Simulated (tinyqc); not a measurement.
Changing the energy inside the band E: Koster-Slater impurity in a tight-binding band, by Green functions and by supercells. Computed by tinyqc, a small Python program. Command: `OMP_NUM_THREADS=1 python tinyqc.py 3001773 3001774 out.jsonl kosterslater sweep`. One thread of a shared host (Intel(R) Xeon(R) Processor @ 2.30GHz), about 0.09 s of CPU time with the checks.

One orbital per site, e(k) = -2 t sum cos(k_i) over 3 direction(s), band from -6 t to 6 t, lattice constant 1. One site has the extra energy U. Spin is left out.

Inputs (values chosen for the exercise, for a model band):
```
quantity,value,unit
hopping t,1.4,eV
impurity potential U,-8.81,eV
broadening eta,0.21,eV
impurity concentration c,0.004,per site
```

Lattice: simple cubic.

Constants: hbar = 6.582119569e-16 eV s.

Method. Inside the band G0(z), z = E + i eta, comes from the chain form 1/(sqrt(y - 2t) sqrt(y + 2t)) (principal roots) at y = z + 2 t cos k + 2 t cos k', averaged over k and k' in (0, pi) with 200 Gauss-Legendre points each. T = U/(1 - U G0); phase shift delta = -arg(1 - U G0) in (-pi, pi]; host density of states -Im G0/pi; on the impurity -Im[G0/(1 - U G0)]/pi; lifetime of a band state hbar/(-2 c Im T).

One run for each value:
```
energy inside the band E (eV),host density of states (1/eV),density of states on the impurity (1/eV),phase shift delta (rad),scattering lifetime (fs)
-7.980,0.010976,0.028692,2.6282,11.76
-6.210,0.028817,0.026635,2.2678,12.67
-4.430,0.049659,0.019928,2.0850,16.93
-2.660,0.093013,0.013560,1.7557,24.88
-0.887,0.098686,0.012570,1.3459,26.84
0.887,0.098686,0.010553,1.1044,31.97
2.660,0.093013,0.007275,0.8038,46.38
4.430,0.049659,0.005174,0.4597,65.21
6.210,0.028817,0.003717,0.2905,90.78
7.980,0.010976,0.001679,0.1191,200.97
```

Over the rows, host density of states (1/eV) goes from 0.0110 through a maximum among these rows, 0.0987 at -0.887, to 0.0110; density of states on the impurity (1/eV) falls from 0.0287 to 0.00168; phase shift delta (rad) falls from 2.63 to 0.119.

Extremes, crossings and ranges named in words are read from the listed rows.
